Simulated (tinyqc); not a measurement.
Thin film between two gates, subbands and threshold shift from confinement: two steps of the calculation.

Undoped body with a flat potential across it, hard walls, transport along x. One isotropic valley (g = 1, mx = my = mz = me). Non-parabolicity enters the subband edges through E (1 + al E) = gamma, so E = 2 gamma/(1 + sqrt(1 + 4 al gamma)); motion within a subband is taken as parabolic with the band-edge mass. Energies are counted from the bulk band edge.

Parameters, values chosen for the exercise; masses close to those of In0.53Ga0.47As: temperature T = 400 K; mass at the band edge me = 0.0411 m0; non-parabolicity al = 1.2 1/eV; film thickness (along z) t = 8.3 nm; widening of the box by penetration into the insulator dl = 0 nm.

Constants: q = 1.602176634e-19 C, kB = 1.380649e-23 J/K, hbar = 1.054571817e-34 J s, m0 = 9.1093837015e-31 kg, Vt = kB T/q, hbar^2/(2 m0) = 0.0380998212 eV nm^2. Results are converted to the units shown.

Task 1. Lowest subbands. gamma = C (pi k/(t + dl))^2/mz, C = hbar^2/(2 m0). List the 4 lowest, labelled by quantum numbers, with degeneracy g and N_k: N_k = g sqrt(mx my) m0 kB T/(pi hbar^2).

Wanted: E_k; g; N_k.

Result 1.

```
subband  E_k (eV)  g  N_k (cm^-2)
1         0.11652  1    5.9180e11
2         0.36838  1    5.9180e11
3         0.66485  1    5.9180e11
4         0.97775  1    5.9180e11
```

Task 2. Threshold shift. Each subband has N_k = g sqrt(mx my) m0 kB T/(pi hbar^2); without degeneracy n = exp(EF/Vt) sum N_k exp(-E_k/Vt). Classical value Nc times t, Nc = sum over valleys of 2 g (m m0 kB T/(2 pi hbar^2))^1.5 with m = (mx my mz)^(1/3). Threshold shift dVT = Vt ln(classical value/sum N_k exp(-E_k/Vt)). Use the subbands listed.

```
subband    E_k (eV)   N_k (cm^-2)
1        0.11651675  5.9179583e11
2        0.36838422  5.9179583e11
3        0.66484714  5.9179583e11
4        0.97774584  5.9179583e11
```

Find: shares; sum N_k exp(-E_k/Vt); Nc; classical value; dVT.

Result 2.

shares, subband 1 to 4 (%): 99.933  0.067  0.000  0.000
sum N_k exp(-E_k/Vt) = 2.0157e10 cm^-2
Nc = 3.2192e17 cm^-3
classical value = 2.6719e11 cm^-2
dVT = 89.084 mV

Range of the model: Non-parabolicity also makes carriers heavier within each subband, which is left out, so densities of states are understated at high energy.

tinyqc, about 0.04 s, one thread, Intel Xeon 2.30GHz (shared host): `OMP_NUM_THREADS=1 python tinyqc.py 2350174 2350175 out.jsonl`
